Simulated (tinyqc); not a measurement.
# Gap and radiative efficiency from Jsc and Voc

Problem. Photon flux above E from a black body at temperature T into a hemisphere: Phi(E, T) = A sum_k exp(-k E/th)[E^2 th/k + 2 E th^2/k^2 + 2 th^3/k^3], k = 1, 2, ..., with th = kB T/q in eV and A = 2 pi q^3/(h^3 c^2). A cell with a sharp absorption edge has Jsc = q fs X Phi(Eg, Ts) and Voc = Vt ln(1 + Jsc/J0), J0 = q ge Phi(Eg, T)/ERE. Find Eg and ERE.

Inputs (values chosen for the exercise): cell temperature T = 300 K; temperature of the black-body sun Ts = 5760 K; share of the hemisphere filled by the sun fs = 2.16e-5; concentration X = 1; number of faces that emit ge = 1.

Constants: q = 1.602176634e-19 C, kB = 1.380649e-23 J/K, h = 6.62607015e-34 J s, c = 299792458 m/s, Vt = kB T/q. Results are converted to the units shown.

Jsc = 52.2466692 mA/cm^2
Voc = 0.652593921 V

Answer. Phi falls steadily with E, so Jsc fixes Eg; Voc gives J0, and its ratio to the radiative dark current is 1/ERE.

Eg = 1.130 eV
ERE = 1.000e-4

Numbers from tinyqc (`OMP_NUM_THREADS=1 python tinyqc.py 2820125 2820126 out.jsonl`; about 0.01 s on one thread of a shared Intel Xeon 2.30GHz).
